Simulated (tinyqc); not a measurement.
Arrhenius fit: deep-level transient spectroscopy (DLTS) of one majority-carrier trap. Computed by tinyqc, a small Python program. Command: `OMP_NUM_THREADS=1 python tinyqc.py 3014928 3014929 out.jsonl dlts walk`. One thread of a shared host (Intel(R) Xeon(R) Processor @ 2.30GHz), about 0.07 s of CPU time with the checks.

A filling pulse loads the traps in a one-sided junction; under reverse bias they empty at the rate e, and the capacitance relaxes as C(t) = C_0 - dC exp(-e t). The signal is S = [C(t_2) - C(t_1)]/dC.

Inputs (values chosen for the exercise, with mass and screening modelled on GaSb):
```
quantity                    value  unit
density-of-states mass m     0.04   m_0
valleys M                       1     -
trap depth E_t              0.245    eV
cross-section sigma_0     5.6e-16  cm^2
degeneracy ratio g              2     -
gate time t_1               0.004     s
ratio t_2/t_1                   4     -
capture barrier E_b          0.13    eV
```

Carriers: electrons. Extra term: capture barrier.

Constants: k_B = 8.617333262e-05 eV/K; k_B = 1.380649e-23 J/K; m_0 = 9.1093837015e-31 kg; h = 6.62607015e-34 J s.

Method:
- e = g sigma v N_b exp(-E/k_B T), v = sqrt(3 k_B T/m), N_b = 2 M (2 pi m k_B T/h^2)^(3/2), sigma = sigma_0 exp(-E_b/k_B T), E = E_t.
- S(e) = exp(-e t_1) - exp(-e t_2) peaks at the rate window e_0 = ln(t_2/t_1)/(t_2 - t_1).
- t_1 is scaled by 0.1, 0.3, 1, 3, 10 and 30 at fixed t_2/t_1; each T_p by bisection.
- Least squares of ln(e_0/T_p^2) on 1/(k_B T_p): slope -E_a, intercept ln(gamma sigma_a) with gamma = v N_b/T^2 = sqrt(3 k_B/m) 2 M (2 pi m k_B/h^2)^(3/2). For comparison, the slope of ln e_0 alone.

Arrhenius data:
```
t_1 (s)  e_0 (1/s)  T_p (K)  1/(k_B T_p) (1/eV)  ln(e_0/T_p^2)
0.0004     1155.25  271.227             42.7852       -4.15385
0.0012      385.08  255.614             45.3986       -5.13388
0.0040      115.52  240.354             48.2809       -6.21474
0.0120       38.51  227.870             50.9261       -7.20668
0.0400       11.55  215.537             53.8399       -8.29937
0.1200        3.85  205.349             56.5113       -9.30113
```

apparent depth E_a = 0.375 eV

intercept = 11.891

gamma = 1.3026e+20 cm^-2 s^-1 K^-2

apparent cross-section = 1.1200e-15 cm^2

slope without T^2 = 0.41549 eV

The apparent depth is 0.3750 eV against E_t = 0.245 eV, and the apparent cross-section is 2.00 times sigma_0 (the degeneracy ratio): the capture barrier adds to the slope, so the true depth needs a separate measurement of capture. Leaving out the T^2 factor overstates the slope by 40 meV, about 2 k_B T_p.

Extremes, crossings and ranges named in words are read from the listed rows.
